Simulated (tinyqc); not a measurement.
On-chip interconnect, size-dependent resistivity and RC delay: two steps of the calculation.

A rectangular line between two neighbours and two ground planes. Surface and grain-boundary scattering are added to the bulk resistivity as corrections; capacitances are parallel-plate values without fringing; inductance is ignored.

Inputs (values chosen for the exercise); metal values close to those of cobalt:
- Lw = 65 um (line length)
- Rd = 320 ohm (driver resistance)
- Cl = 0.058 fF (load capacitance)
- dt = 12 ps (time step)

Question 1. Ladder and Elmore delays. 7 equal pi sections: series Rs = r Lw/7; node capacitances c Lw/7, halved at nodes 0 and 7, with Cl added to node 7; Rd feeds node 0. Elmore delay of node k: the sum, over the resistors on the path to k, of resistance times all capacitance downstream of it.

r = 281.11227 ohm/um
c = 0.074375178 fF/um

Find: Rs; C; Elmore delay.

Answer 1.

Rs = 2610 ohm

```
node  C (fF)  Elmore delay (ps)
0     0.3453              1.566
1     0.6906              13.43
2     0.6906              23.50
3     0.6906              31.77
4     0.6906              38.23
5     0.6906              42.88
6     0.6906              45.74
7     0.4033              46.79
```

The far-end value equals Rd (c Lw + Cl) + r Lw (c Lw/2 + Cl) for any number of pi sections; the line resistance contributes 96.7 % of it.

Question 2. Node voltages after a time step. A 1 V step is applied behind Rd at t = 0. C dv/dt = -G v + b, with G the conductance matrix of the ladder (1/Rs between neighbours, 1/Rd added at node 0) and b = (1 V/Rd, 0, ...). Trapezoidal step: (C/dt + G/2) v(new) = (C/dt - G/2) v + b.

Rs = 2610.3282 ohm

```
node      C (fF)  v at t = 0 (V)
0     0.34531332               0
1     0.69062665               0
2     0.69062665               0
3     0.69062665               0
4     0.69062665               0
5     0.69062665               0
6     0.69062665               0
7     0.40331332               0
```

Give: v at t = 1 dt.

Answer 2.

v at t = 1 dt, node 0 to 7 (V): 1.8698  1.0890  0.6354  0.3726  0.2219  0.1377  0.0950  0.0808

Node 0 overshoots the 1 V source: the trapezoidal rule rings on modes much faster than dt.

Numbers from tinyqc (`OMP_NUM_THREADS=1 python tinyqc.py 2100115 2100116 out.jsonl`; about 0.01 s on one thread of a shared Intel Xeon 2.30GHz).
